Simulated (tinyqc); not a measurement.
Worked calculation: inverse iteration on a symmetric matrix. Computed by tinyqc, a small Python program that keeps every step. Settings: method = inverse, shift = 1.5. Command: `OMP_NUM_THREADS=1 python tinyqc.py 21666 21667 out.jsonl` (the two numbers bound the seeds that draw the settings). One thread of a shared host (Intel(R) Xeon(R) Processor @ 2.60GHz), about 0.01 s of CPU time with the checks.

A:
$$\begin{pmatrix}
0.48700 & 0.15400 & 0.33700 & 0.27200 \\
0.15400 & 2.42300 & -0.57500 & 0.17700 \\
0.33700 & -0.57500 & 3.30100 & 0.33900 \\
0.27200 & 0.17700 & 0.33900 & 3.42500
\end{pmatrix}$$

Stop when the residual |A v - lambda v| is below 1e-9.

Steps:
```
step     lambda  residual
1     2.1095214  6.91e-01
2     2.0613422  3.21e-01
3     2.0825197  1.64e-01
4     2.0919885  8.82e-02
5     2.0950705  4.79e-02
6     2.0960116  2.61e-02
7     2.0962943  1.43e-02
8     2.0963787  7.79e-03
9     2.0964040  4.25e-03
10    2.0964115  2.32e-03
11    2.0964137  1.27e-03
12    2.0964144  6.93e-04
13    2.0964146  3.78e-04
14    2.0964147  2.07e-04
15    2.0964147  1.13e-04
16    2.0964147  6.16e-05
17    2.0964147  3.37e-05
18    2.0964147  1.84e-05
19    2.0964147  1.00e-05
20    2.0964147  5.48e-06
21    2.0964147  2.99e-06
22    2.0964147  1.64e-06
23    2.0964147  8.93e-07
24    2.0964147  4.88e-07
25    2.0964147  2.66e-07
26    2.0964147  1.45e-07
27    2.0964147  7.95e-08
28    2.0964147  4.34e-08
29    2.0964147  2.37e-08
30    2.0964147  1.29e-08
```

Can the last value be used, and what does the course show?

Not by the stop rule, although the second column moves by less than 1e-07 over the last three steps. Not converged in 30 steps: the residual falls only by the ratio of the two smallest distances of eigenvalues from the shift, 0.55 a step. all eigenvalues, for comparison: [0.40791, 2.09641, 3.32099, 3.81068].
